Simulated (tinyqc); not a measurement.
Band offset from the macroscopic average of a supercell potential: sweeps and comparisons. A value that a table varies takes the place of the one given here.

A model of the planar-averaged electrostatic energy of an electron in a periodic cell of N1 periods of A (L1 = N1 n1 h) and N2 periods of B (L2 = N2 n2 h), on z_j = j h: V(z) = f VA + (1 - f) VB + F t(z), VA = V1[0] + V1[1] cos(2 pi z/(n1 h)) + V1[2] cos(4 pi z/(n1 h)), VB the same with V2, n2 and z - L1. f = [tanh(z/w) - tanh((z - L1)/w) + tanh((z - L1 - L2)/w)]/2 + 1/2; t(z) = z - L1/2 in A and (L1/L2)(L1 + L2/2 - z) beyond, so that the cell is periodic.

Running mean over n points, periodic: for odd n the plain mean of the n points centred on j; for even n the n + 1 points with half weight at both ends. The macroscopic average applies the mean over n1 points and then over n2 points.

dEv = Ev(A) - Ev(B) = Ev1 - (dV + Ev2); dEc = Ec(B) - Ec(A) = Eg2 - Eg1 - dEv. The correction of a gap, c = Eg[1] - Eg[0], lowers the valence top by fv c and leaves dV, a ground-state quantity, as it is. Type I: dEv and dEc of one sign; II: opposite signs; III: no overlap of the gaps.

Parameters, chosen for this exercise (gaps near those of Si and Ge; shifted at random, so the results belong to these values and not to a real crystal):
- h = 0.25 angstrom (grid step)
- n1 = 6 (grid points per period of A)
- n2 = 6 (grid points per period of B)
- V1 = (-5.27, 3.65, 0.71) eV (mean and two harmonics of the potential in A)
- V2 = (-7.16, 3.02, 0.07) eV (the same in B)
- w = 0.37 angstrom (width of the interfaces)
- N1 = 5 (periods of A)
- N2 = 4 (periods of B)
- F = 0 eV/angstrom (slope in A from opposite charges on the two interfaces)
- Ev1 = 5.77 eV (valence top of bulk A above its mean potential)
- Eg1 = (0.62, 1.15) eV (gap of A: semi-local value, corrected value)
- Ev2 = 8.15 eV (valence top of bulk B above its mean potential)
- Eg2 = (0.1, 0.76) eV (gap of B: semi-local value, corrected value)

## How thick the regions must be

N1 = N2 = N, no slope (F = 0); dV is read at j = floor(N n1/2) and N n1 + floor(N n2/2). The exact value is V2[0] - V1[0].

Results:
```
N  L1 (angstrom)  dV (eV)  error (meV)
1           1.50  -0.6101      1279.92
2           3.00  -1.7703       119.67
3           4.50  -1.8876         2.41
4           6.00  -1.8899         0.05
5           7.50  -1.8900         0.00
6           9.00  -1.8900         0.00
```

What does this show, and why?

The error is below 10 meV from N = 3 on. The two windows together span 3.00 angstrom and must fit between the interface tails, which fall as exp(-2 z/w); the errors at N = 2, 3 and 4 are 119.67, 2.41 and 0.05 meV.

## The choice of windows

dV read at j = 15 and 42 after means over the numbers of points listed; ripple is the spread over the five points around each.

Results:
```
windows  dV (eV)  ripple in A (meV)  ripple in B (meV)
none       4.140               4410               4635
6 only    -1.890                  0                  0
7 only    -2.934                934                632
7, 7      -1.767                 90                 94
6, 6      -1.890                  0                  0
```

Which rows can be used, and how does a wrong window show?

The last row matches both periods and lies 0 meV from the value of a thick cell, V2[0] - V1[0] = -1.890 eV. Against it the raw potential errs by +6.03 eV. Within 20 meV of it lie: 6 only. A window one point too long leaves a ripple of 934 meV in A, against 0 meV in the last row: the ripple is the sign to look for. Rows to use, with under 30 meV of ripple in both regions once the tilt is taken off: 6 only and 6, 6. A row with a large ripple can hit the right value only by chance.

## Where the gap correction goes

dV = B - A = -1.8900 eV

fv1 and fv2 are varied.

Offsets (eV):
```
fv1  fv2     dEv     dEc
0.0  0.0  -0.490   0.100
0.5  0.5  -0.425   0.035
1.0  1.0  -0.360  -0.030
0.0  1.0   0.170  -0.560
1.0  0.0  -1.020   0.630
0.3  0.7  -0.187  -0.203
```

How do the results move?

dEv + dEc = -0.390 eV in every row, but dEv alone spans 1.19 eV, the sum of the two corrections. A scissor on the conduction bands alone (first row) keeps the semi-local dEv; with equal shares fv the shift is fv times the difference of the corrections, +0.13 eV, against their sum of 1.19 eV: most of the error cancels if the shares are alike.

Program tinyqc; command `OMP_NUM_THREADS=1 python tinyqc.py 1850731 1850732 out.jsonl`; about 0.01 s on one thread of a shared Intel(R) Xeon(R) Processor @ 2.30GHz.
